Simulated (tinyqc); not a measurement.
## Trap density from the leakage

Problem. Trap-assisted leakage is J = q Nt times the integral over x of the rate through one trap. Find Nt, the areal density Nt t and the mean in-plane spacing (Nt t)^(-1/2).

Parameters, values chosen for the exercise:
- t = 7.7 nm (thickness)

Constants: q = 1.602176634e-19 C. Results are converted to the units shown.

J = 8.6532802e-16 A/cm^2
integral of the rate over x = 1.3173055e-8 nm/s

Solution. J is proportional to Nt.

Nt = 4.10e18 cm^-3
Nt t = 3.16e12 cm^-2
in-plane spacing = 5.63 nm

Computed by the program tinyqc: `OMP_NUM_THREADS=1 python tinyqc.py 2370113 2370114 out.jsonl`, one thread of a shared Intel Xeon 2.30GHz, about 0.04 s for the whole run.
